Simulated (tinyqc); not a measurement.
Six-band Luttinger-Kohn model with strain: one step. Strain from a uniaxial [110] stress. Three cases, with inputs chosen for the exercise.

Problem. s11 = (C11 + C12)/((C11 - C12)(C11 + 2 C12)), s12 = -C12/((C11 - C12)(C11 + 2 C12)), s44 = 1/C44; exx = s11 sxx + s12 (syy + szz) and cyclic, exy = s44 sxy/2; tension is positive. A uniaxial stress X along the unit vector n is s_ij = X n_i n_j.

Give: s11, s12, s44; strain tensor.

Case 1.

Values chosen (near those of InAs; shifted at random, so the results belong to these values and not to a real crystal): C11 = 87.7 GPa; C12 = 47 GPa; C44 = 39.4 GPa; load = uniaxial [110] (kind of stress); X = 1.27 GPa (stress).

Solution.

s11, s12, s44 (1/TPa): 18.2145  -6.3555  25.3807

strain tensor:
```
          x         y          z
x  0.007531  0.008058   0.000000
y  0.008058  0.007531   0.000000
z  0.000000  0.000000  -0.008071
```

The volume changes by +0.699 %; there is shear in the cubic axes, so d enters.

Case 2.

Values chosen (near those of GaP; shifted at random, so the results belong to these values and not to a real crystal): C11 = 144.3 GPa; C12 = 63.6 GPa; C44 = 70.9 GPa; load = uniaxial [110] (kind of stress); X = -1.96 GPa (stress).

Solution.

s11, s12, s44 (1/TPa): 9.4888  -2.9028  14.1044

strain tensor:
```
           x          y         z
x  -0.006454  -0.006911  0.000000
y  -0.006911  -0.006454  0.000000
z   0.000000   0.000000  0.005689
```

The volume changes by -0.722 %; there is shear in the cubic axes, so d enters.

Case 3.

Values chosen (near those of InSb; shifted at random, so the results belong to these values and not to a real crystal): C11 = 68.9 GPa; C12 = 36.8 GPa; C44 = 30.8 GPa; load = uniaxial [110] (kind of stress); X = -2.02 GPa (stress).

Solution.

s11, s12, s44 (1/TPa): 23.1076  -8.0450  32.4675

strain tensor:
```
           x          y         z
x  -0.015213  -0.016396  0.000000
y  -0.016396  -0.015213  0.000000
z   0.000000   0.000000  0.016251
```

The volume changes by -1.418 %; there is shear in the cubic axes, so d enters.

Computed by tinyqc, one run a case: `OMP_NUM_THREADS=1 python tinyqc.py N N+1 out.jsonl` with N = 1081016, 1081289, 1081490; one thread of a shared Intel(R) Xeon(R) Processor @ 2.30GHz, about 0.05 s a run at most.
